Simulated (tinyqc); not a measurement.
# Worked calculation: voltage acceleration of oxide breakdown, four models on the same data

Program tinyqc, `OMP_NUM_THREADS=1 python tinyqc.py 2070101 2070102 out.jsonl`; Intel Xeon 2.30GHz, shared host, one thread, about 0.01 s. Printed values are rounded.

Field E = V/tox in MV/cm. Models: ln(t63/1 s) = a - c X with X = E (E model), -1/E (1/E model), ln V (power law, c the exponent n) or sqrt(E).

Inputs (values chosen for the exercise): oxide thickness tox = 5.6 nm; use voltage Vu = 2.8 V; stress temperature Ts = 423 K; use temperature Tu = 358 K; activation energy Ea = 0.7 eV; factor for area and percentile ks = 6.4e-6.

Constants: q = 1.602176634e-19 C, kB = 1.380649e-23 J/K. Results are converted to the units shown.

Range of the model: All four laws are empirical fits; none is established far below the stress range.

## Fitting the models

```
stress  V (V)  t63 (s)
0        4.78    14060
1         5.4      190
2        6.28    1.816
```

The three stress times were made with the 1/E model, c = 320, and are treated as data. For each model fit ln t63 on X by least squares over the three points.

```
model         c         a  largest misfit in ln t63 (0: below 0.002)
E       3.31724   37.6327                                   0.397942
1/E     319.998  -27.9382                                   0.000000
power   32.7304   60.6445                                   0.201090
sqrt E  20.8634   70.3345                                   0.300286
```

The worst misfit of any model is 0.40 in ln t63, a factor of 1.49 in time, comparable to the scatter of t63 from small samples, so such data hardly tell the models apart.

## Projection to use conditions

Project to Vu, multiply by exp[(Ea q/kB)(1/Tu - 1/Ts)] and by ks; ten years are 3.15576e8 s. The largest voltage for ten years solves the same relation for V.

temperature factor = 32.6781

```
model   lifetime (years)  largest voltage for ten years (V)
E             0.00915573                            1.61898
1/E              30383.8                            3.20109
power            3.33645                            2.70765
sqrt E          0.127779                            2.30109
```

The lifetimes span 6.52 decades, from the E model (most cautious) to the 1/E model; the allowed voltage spans 1.62 to 3.20 V. 1 of the four models pass ten years at Vu. Lifetimes beyond a thousand years are formal extrapolations.
